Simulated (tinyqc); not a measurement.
Inside a calculation. Method: RKS/B3LYP (VWN-RPA form) in the 3-21g basis, for H2, spin multiplicity 1. Computed by tinyqc, a small Python program that keeps every step (integrals from PySCF). Settings: charge = 0, multiplicity = 1, basis = 3-21g, energy threshold = 1e-08, iteration cap = 55, orthogonalisation = symmetric, start = core, DIIS depth = 6, method = RKS, functional = b3lyp, grid = [40, 26]. Command: `OMP_NUM_THREADS=1 python tinyqc.py 22101 22102 out.jsonl` (the two numbers bound the seeds that draw the settings). One thread of a shared host (Intel(R) Xeon(R) Processor @ 2.60GHz), about 0.2 s of CPU time with the checks. Later iterations appear only in the table of the cycle.

## One-electron integrals

Geometry (angstrom):
```
atom,x,y,z
H,0.000000,0.000000,0.000000
H,0.000000,0.000000,1.076000
```

Basis 3-21g: exponents (1/bohr^2) and contraction coefficients of normalised primitives:
```
element,l (shell),exponent,coefficient
H,s (1),5.447178,0.156285
H,s (1),0.824547,0.904691
H,s (2),0.183192,1.000000
```

Overlap, kinetic and nuclear-attraction integrals over the contracted functions; the nuclear repulsion is the sum of Za Zb / Rab.

nuclear repulsion = 0.49180038 hartree

overlap S, lower triangle:
```
,1H 1s,1H 2s,2H 1s,2H 2s
1H 1s,1.000000
1H 2s,0.645899,1.000000
2H 1s,0.156977,0.345655,1.000000
2H 2s,0.345655,0.684749,0.645899,1.000000
```

kinetic energy T (hartree), lower triangle:
```
,1H 1s,1H 2s,2H 1s,2H 2s
1H 1s,1.549405
1H 2s,0.293152,0.274788
2H 1s,-0.042139,0.091343,1.549405
2H 2s,0.091343,0.140656,0.293152,0.274788
```

nuclear attraction V (hartree), lower triangle:
```
,1H 1s,1H 2s,2H 1s,2H 2s
1H 1s,-2.212629
1H 2s,-1.099143,-1.134596
2H 1s,-0.298393,-0.601939,-2.212629
2H 2s,-0.601939,-0.829585,-1.099143,-1.134596
```

core Hamiltonian H = T + V (hartree), lower triangle:
```
,1H 1s,1H 2s,2H 1s,2H 2s
1H 1s,-0.663224
1H 2s,-0.805991,-0.859808
2H 1s,-0.340532,-0.510596,-0.663224
2H 2s,-0.510596,-0.688929,-0.805991,-0.859808
```

## Two-electron integrals

Functions are numbered as in S; the eight-fold symmetry (ij|kl) = (ji|kl) = (kl|ij) leaves the list below.

Two-electron integrals (ij|kl) in chemists' order, unique and non-zero (hartree):
```
i,j,k,l,(ij|kl)
1,1,1,1,1.140145
2,1,1,1,0.611403
2,1,2,1,0.345152
2,2,1,1,0.626370
2,2,2,1,0.380329
2,2,2,2,0.482957
3,1,1,1,0.128667
3,1,2,1,0.075403
3,1,2,2,0.087935
3,1,3,1,0.025289
3,2,1,1,0.195096
3,2,2,1,0.121470
3,2,2,2,0.161334
3,2,3,1,0.044891
3,2,3,2,0.098229
3,3,1,1,0.488688
3,3,2,1,0.311585
3,3,2,2,0.437306
3,3,3,1,0.128667
3,3,3,2,0.317151
3,3,3,3,1.140145
4,1,1,1,0.317151
4,1,2,1,0.180308
4,1,2,2,0.201056
4,1,3,1,0.044891
4,1,3,2,0.074189
4,1,3,3,0.195096
4,1,4,1,0.098229
4,2,1,1,0.387326
4,2,2,1,0.237881
4,2,2,2,0.310965
4,2,3,1,0.066439
4,2,3,2,0.133804
4,2,3,3,0.387326
4,2,4,1,0.133804
4,2,4,2,0.226449
4,3,1,1,0.311585
4,3,2,1,0.197399
4,3,2,2,0.275151
4,3,3,1,0.075403
4,3,3,2,0.180308
4,3,3,3,0.611403
4,3,4,1,0.121470
4,3,4,2,0.237881
4,3,4,3,0.345152
4,4,1,1,0.437306
4,4,2,1,0.275151
4,4,2,2,0.384388
4,4,3,1,0.087935
4,4,3,2,0.201056
4,4,3,3,0.626370
4,4,4,1,0.161334
4,4,4,2,0.310965
4,4,4,3,0.380329
4,4,4,4,0.482957
```

## Orthogonalisation

S = U s U^T; symmetric (Loewdin) form X = U s^(-1/2) U^T, so that X^T S X = 1.

eigenvalues of S: 0.179409  0.394795  0.978865  2.446930

X, lower triangle:
```
,1H 1s,1H 2s,2H 1s,2H 2s
1H 1s,1.239004
1H 2s,-0.483589,1.562217
2H 1s,-0.001151,0.023479,1.239004
2H 2s,0.023479,-0.569266,-0.483589,1.562217
```

## Starting guess

The start is the orbitals of the core Hamiltonian; D = 2 C_occ C_occ^T.

D at the start, lower triangle:
```
,1H 1s,1H 2s,2H 1s,2H 2s
1H 1s,0.217620
1H 2s,0.208153,0.199097
2H 1s,0.217620,0.208153,0.217620
2H 2s,0.208153,0.199097,0.208153,0.199097
```

## Iteration 1: exchange-correlation on the grid

Becke grid with 40 radial and 26 angular points per atom, points of zero weight dropped. rho = sum D_ij phi_i phi_j; V_xc,ij = sum w v_xc phi_i phi_j plus the gradient terms; v_xc is d(rho eps)/d rho at fixed gradient. Exact exchange is left to K.

The 8 grid points with the largest w rho, of 2054 (bohr, atomic units):
```
x,y,z,w,rho,|grad rho|^2,eps_xc,v_xc
0.000000,0.000000,1.003899,0.046219,0.137428,0.000012,-0.348377,-0.456418
0.000000,0.000000,1.029446,0.046219,0.137428,0.000012,-0.348377,-0.456418
0.000000,0.000000,1.168994,0.043620,0.140754,0.002101,-0.351635,-0.458985
0.000000,0.000000,0.864351,0.043620,0.140754,0.002101,-0.351635,-0.458985
0.000000,-0.819408,1.213937,0.077396,0.067738,0.012812,-0.296015,-0.354269
0.000000,0.819408,1.213937,0.077396,0.067738,0.012812,-0.296015,-0.354269
0.819408,0.000000,1.213937,0.077396,0.067738,0.012812,-0.296015,-0.354269
-0.819408,0.000000,1.213937,0.077396,0.067738,0.012812,-0.296015,-0.354269
```

electrons on the grid, sum of w rho = 2.000022

E_xc = sum of w rho eps_xc = -0.54992159 hartree

V_xc (hartree), lower triangle:
```
,1H 1s,1H 2s,2H 1s,2H 2s
1H 1s,-0.442861
1H 2s,-0.238993,-0.246760
2H 1s,-0.066763,-0.132326,-0.442861
2H 2s,-0.132326,-0.180784,-0.238993,-0.246760
```

## Iteration 1: building the Kohn-Sham matrix

J_ij = sum D_kl (ij|kl), K_ij = sum D_kl (ik|jl); F = H + J - 0.1 K + V_xc; E = tr D H + tr D J / 2 - 0.05 tr D K + E_xc + E_nn.

Coulomb J (hartree), lower triangle:
```
,1H 1s,1H 2s,2H 1s,2H 2s
1H 1s,1.373971
1H 2s,0.810406,0.990006
2H 1s,0.228637,0.453855,1.373971
2H 2s,0.453855,0.720962,0.810406,0.990006
```

exchange K (hartree), lower triangle:
```
,1H 1s,1H 2s,2H 1s,2H 2s
1H 1s,0.906338
1H 2s,0.784683,0.794656
2H 1s,0.531307,0.652044,0.906338
2H 2s,0.652044,0.736003,0.784683,0.794656
```

Kohn-Sham matrix F (hartree), lower triangle:
```
,1H 1s,1H 2s,2H 1s,2H 2s
1H 1s,0.177252
1H 2s,-0.313046,-0.196027
2H 1s,-0.231789,-0.254271,0.177252
2H 2s,-0.254271,-0.222352,-0.313046,-0.196027
```

total energy of this density = -1.11374574 hartree

## Iteration 1: diagonalisation and new density

Diagonalise F' = X^T F X, C = X C', fill 1 alpha and 1 beta electrons from the bottom; D = 2 C_occ C_occ^T. Each column has its largest component positive (the first on a tie).

F' = X^T F X (hartree), lower triangle:
```
,1,2,3,4
1,0.591939
2,-0.525676,0.223074
3,-0.117848,-0.069525,0.591939
4,-0.069525,-0.128746,-0.525676,0.223074
```

orbital energies (hartree): MO1 -0.340546, MO2 0.040795, MO3 0.908966, MO4 1.020812

coefficients C:
```
,MO1,MO2,MO3,MO4
1H 1s,0.253677,0.197776,0.898687,-0.926518
1H 2s,0.374987,1.043271,-0.676913,1.145319
2H 1s,0.253677,-0.197776,0.898687,0.926518
2H 2s,0.374987,-1.043271,-0.676913,-1.145319
```

D after iteration 1, lower triangle:
```
,1H 1s,1H 2s,2H 1s,2H 2s
1H 1s,0.128704
1H 2s,0.190251,0.281231
2H 1s,0.128704,0.190251,0.128704
2H 2s,0.190251,0.281231,0.190251,0.281231
```

## Iteration 2: exchange-correlation on the grid

As before.

The 8 grid points with the largest w rho, of 2054 (bohr, atomic units):
```
x,y,z,w,rho,|grad rho|^2,eps_xc,v_xc
0.000000,0.000000,1.029446,0.046219,0.120345,0.000006,-0.334327,-0.437982
0.000000,0.000000,1.003899,0.046219,0.120345,0.000006,-0.334327,-0.437982
0.000000,0.000000,0.864351,0.043620,0.122623,0.000986,-0.336706,-0.439991
0.000000,0.000000,1.168994,0.043620,0.122623,0.000986,-0.336706,-0.439991
0.000000,0.819408,0.819408,0.077396,0.064808,0.008707,-0.288826,-0.350862
-0.819408,0.000000,0.819408,0.077396,0.064808,0.008707,-0.288826,-0.350862
0.819408,0.000000,0.819408,0.077396,0.064808,0.008707,-0.288826,-0.350862
0.000000,-0.819408,0.819408,0.077396,0.064808,0.008707,-0.288826,-0.350862
```

electrons on the grid, sum of w rho = 1.997294

E_xc = sum of w rho eps_xc = -0.50516132 hartree

V_xc (hartree), lower triangle:
```
,1H 1s,1H 2s,2H 1s,2H 2s
1H 1s,-0.424759
1H 2s,-0.233419,-0.248378
2H 1s,-0.065021,-0.129452,-0.424759
2H 2s,-0.129452,-0.181685,-0.233419,-0.248378
```

## Iteration 2: building the Kohn-Sham matrix

As before.

Coulomb J (hartree), lower triangle:
```
,1H 1s,1H 2s,2H 1s,2H 2s
1H 1s,1.305863
1H 2s,0.777612,0.965667
2H 1s,0.218003,0.435092,1.305863
2H 2s,0.435092,0.701933,0.777612,0.965667
```

exchange K (hartree), lower triangle:
```
,1H 1s,1H 2s,2H 1s,2H 2s
1H 1s,0.808314
1H 2s,0.746736,0.810277
2H 1s,0.482538,0.623600,0.808314
2H 2s,0.623600,0.750685,0.746736,0.810277
```

Kohn-Sham matrix F (hartree), lower triangle:
```
,1H 1s,1H 2s,2H 1s,2H 2s
1H 1s,0.137049
1H 2s,-0.336472,-0.223547
2H 1s,-0.235803,-0.267316,0.137049
2H 2s,-0.267316,-0.243751,-0.336472,-0.223547
```

total energy of this density = -1.13088098 hartree

## Iteration 2: DIIS over 2 matrices

error matrix X^T (FDS - SDF) X:
```
,1,2,3,4
1,0.000000,-0.007383,0.000000,-0.007383
2,0.007383,0.000000,0.007383,0.000000
3,0.000000,-0.007383,0.000000,-0.007383
4,0.007383,0.000000,0.007383,0.000000
```

B (overlaps of the stored error matrices):
```
,1,2
1,9.1307812e-02,-6.3101601e-03
2,-6.3101601e-03,4.3608668e-04
```

Minimise |sum c_i e_i|^2 with sum c_i = 1: solve [B -1; -1 0][c; lambda] = [0; -1] with B_ij = tr e_i^T e_j, and take F = sum c_i F_i.

DIIS coefficients: 0.064641  0.935359

extrapolated F (hartree), lower triangle:
```
,1H 1s,1H 2s,2H 1s,2H 2s
1H 1s,0.139647
1H 2s,-0.334958,-0.221768
2H 1s,-0.235544,-0.266473,0.139647
2H 2s,-0.266473,-0.242367,-0.334958,-0.221768
```

## Iteration 2: diagonalisation and new density

As before.

F' = X^T F X (hartree), lower triangle:
```
,1,2,3,4
1,0.554178
2,-0.528366,0.204862
3,-0.114289,-0.071527,0.554178
4,-0.071527,-0.133232,-0.528366,0.204862
```

orbital energies (hartree): MO1 -0.371756, MO2 0.017494, MO3 0.883276, MO4 0.989068

coefficients C:
```
,MO1,MO2,MO3,MO4
1H 1s,0.258618,0.210247,0.897277,-0.923768
1H 2s,0.371257,1.027737,-0.678966,1.159278
2H 1s,0.258618,-0.210247,0.897277,0.923768
2H 2s,0.371257,-1.027737,-0.678966,-1.159278
```

D after iteration 2, lower triangle:
```
,1H 1s,1H 2s,2H 1s,2H 2s
1H 1s,0.133767
1H 2s,0.192028,0.275664
2H 1s,0.133767,0.192028,0.133767
2H 2s,0.192028,0.275664,0.192028,0.275664
```

## Iteration 4 (converged): orbitals

converged F (hartree), lower triangle:
```
,1H 1s,1H 2s,2H 1s,2H 2s
1H 1s,0.139573
1H 2s,-0.335001,-0.221790
2H 1s,-0.235557,-0.266504,0.139573
2H 2s,-0.266504,-0.242389,-0.335001,-0.221790
```

As before.

F' = X^T F X (hartree), lower triangle:
```
,1,2,3,4
1,0.554109
2,-0.528383,0.204870
3,-0.114280,-0.071546,0.554109
4,-0.071546,-0.133234,-0.528383,0.204870
```

orbital energies (hartree): MO1 -0.371808, MO2 0.017477, MO3 0.883273, MO4 0.989016

coefficients C:
```
,MO1,MO2,MO3,MO4
1H 1s,0.258648,0.210286,0.897269,-0.923759
1H 2s,0.371234,1.027689,-0.678978,1.159321
2H 1s,0.258648,-0.210286,0.897269,0.923759
2H 2s,0.371234,-1.027689,-0.678978,-1.159321
```

D after iteration 4, lower triangle:
```
,1H 1s,1H 2s,2H 1s,2H 2s
1H 1s,0.133798
1H 2s,0.192038,0.275630
2H 1s,0.133798,0.192038,0.133798
2H 2s,0.192038,0.275630,0.192038,0.275630
```

## Convergence

Stop when the energy changes by less than 1e-08 hartree and every element of the error matrix X^T (F D S - S D F) X is below 3e-05.

Course of the cycle:
```
iteration,E (hartree),change,largest element of the error matrix
1,-1.11374574,-,1.07e-01
2,-1.13088098,-1.71e-02,7.38e-03
3,-1.13096271,-8.17e-05,4.29e-05
4,-1.13096272,-1.97e-09,2.30e-05
```

PySCF RKS in the same basis, fine grid = -1.13058455 hartree

Converged in 4 iterations. The coarse grid moves the energy by -3.78e-04 hartree.

## Populations, bond orders and dipole

Mulliken: Z minus the diagonal of D S on the atom; Loewdin: the same with S^(1/2) D S^(1/2); Mayer order: 2 sum_s sum (D(s) S)_ij (D(s) S)_ji over the two atoms.

Charges (e):
```
atom,Mulliken,Loewdin
1H,0,0
2H,0,0
```

Mayer bond orders:
```
pair,order
2-1,1.000000
```

dipole moment about the origin, x y z (debye): 0.000000  0.000000  0.000000
